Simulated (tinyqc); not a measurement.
Input admittance of a MOSFET at zero drain bias: distributed channel and distributed gate: two steps of the calculation.

Source and drain grounded, strong inversion, w = 2 pi f, Cox = eps0 eox/tox. The channel is an RC line of resistance 1/(mu Cox Vo) per square fed from both ends, so one finger has the intrinsic admittance y = i w Cox L tanh(g)/g per width, g = (1/2) sqrt(i w tau), tau = L^2/(mu Vo). The vertical resistance rv/L is in series with y, the overlaps 2 i w Cov in parallel: y_t = 1/(1/y + rv/L) + 2 i w Cov. The gate strip is a line of Rsh/L per length loaded by y_t, so a finger has Y = y_t Wf tanh(k)/k, k = (Wf/sd) sqrt(y_t Rsh/L); the device has Nf Y.

Values chosen for this exercise; values of the order met in silicon radio-frequency transistors:

| symbol | value | unit | meaning |
|---|---|---|---|
| eox | 7.72 |  | relative permittivity of the gate insulator (close to silicon nitride) |
| tox | 12 | nm | insulator thickness |
| L | 1.2 | um | channel length |
| Wf | 13 | um | finger width |
| Nf | 1 |  | number of fingers |
| mu | 340 | cm^2/(V s) | channel mobility |
| Vo | 0.58 | V | gate overdrive |
| Rsh | 7.9 | ohm/square | sheet resistance of the gate |
| rv | 0 | ohm um^2 | vertical resistivity of the gate stack |
| sd | 2 |  | number of ends at which a finger is contacted |
| Cov | 0.23 | fF/um | overlap and fringe capacitance on each side |
| f | 8.7 | GHz | frequency |

Constants: eps0 = 8.8541878128e-14 F/cm where lengths are in cm. Results are converted to the units shown.

Question 1. Admittance of the channel and stack per width. tau, g, c = Cox L, y and y_t as defined.

Find: tau; g; c; y; y_t.

Answer 1.

tau = 73.02 ps
g = 0.7064+0.7064i
c = 6.835 fF/um
y = 107.1+331.0i uS/um
y_t = 107.1+356.1i uS/um

w tau = 3.99, and Im y is 0.886 of w c.

Question 2. Input impedance of the device. k and Y as defined; Z = 1/(Nf Y) = R + 1/(i w C); Q = |Im Z|/R; signal at the point farthest from a contact |1/cosh k|.

y_t = 107.06784+356.14721i uS/um

Give: k; Nf Y; R; C; Q; signal at the far point.

Answer 2.

k = 0.2581+0.1919i
Nf Y = 1.526+4.534i mS
R = 66.67 ohm
C = 92.33 fF
Q = 2.972
signal at the far point = 0.9845

Program tinyqc, `OMP_NUM_THREADS=1 python tinyqc.py 2262108 2262109 out.jsonl`; Intel Xeon 2.30GHz, shared host, one thread, about 0.01 s.
